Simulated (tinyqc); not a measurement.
Gaps across the alloy: alloy A(1-x)B(x) by interpolation with bowing.

Each gap follows E(x) = (1 - x) E_A + x E_B - C x (1 - x); the lattice constant follows Vegard, a(x) = (1 - x) a_A + x a_B.

Constants: hc = 1239.841984 eV nm.

Parameters, chosen for this exercise (A near InAs, B near InSb; shifted at random, so the results belong to these values and not to a real crystal): a = (6.049, 6.476) angstrom (lattice constant of A, B); Eg = (0.418, 0.235) eV (gap at Gamma to the s-like level of A, B); EgX = (1.442, 0.634) eV (gap to the lowest valley along Gamma-X of A, B); EgL = (1.116, 0.943) eV (gap to L of A, B); C = (0.734, 0.624, 0.663) eV (bowing of the Gamma, X and L gaps).

Eleven compositions.

Gaps (eV):

| x | a (angstrom) | Gamma | X | L | lowest | wavelength (nm) |
|---|---|---|---|---|---|---|
| 0.0 | 6.0490 | 0.418 | 1.442 | 1.116 | Gamma | 2966 |
| 0.1 | 6.0917 | 0.334 | 1.305 | 1.039 | Gamma | 3716 |
| 0.2 | 6.1344 | 0.264 | 1.181 | 0.975 | Gamma | 4697 |
| 0.3 | 6.1771 | 0.209 | 1.069 | 0.925 | Gamma | 5933 |
| 0.4 | 6.2198 | 0.169 | 0.969 | 0.888 | Gamma | 7352 |
| 0.5 | 6.2625 | 0.143 | 0.882 | 0.864 | Gamma | 8670 |
| 0.6 | 6.3052 | 0.132 | 0.807 | 0.853 | Gamma | 9390 |
| 0.7 | 6.3479 | 0.136 | 0.745 | 0.856 | Gamma | 9133 |
| 0.9 | 6.4333 | 0.187 | 0.659 | 0.901 | Gamma | 6622 |
| 1.0 | 6.4760 | 0.235 | 0.634 | 0.943 | Gamma | 5276 |

Give the missing row, x = 0.8.

Computed row:
```
x    a (angstrom)  Gamma      X      L  lowest  wavelength (nm)
0.8        6.3906  0.154  0.696  0.872   Gamma             8043
```

The lowest valley is Gamma at every x. The Gamma gap has a minimum inside the range, 0.132 eV at x = (C - (E_B - E_A))/(2C) = 0.625, since the bowing exceeds the difference of the end gaps.

Program tinyqc; command `OMP_NUM_THREADS=1 python tinyqc.py 1081189 1081190 out.jsonl`; about 0.01 s on one thread of a shared Intel(R) Xeon(R) Processor @ 2.30GHz.
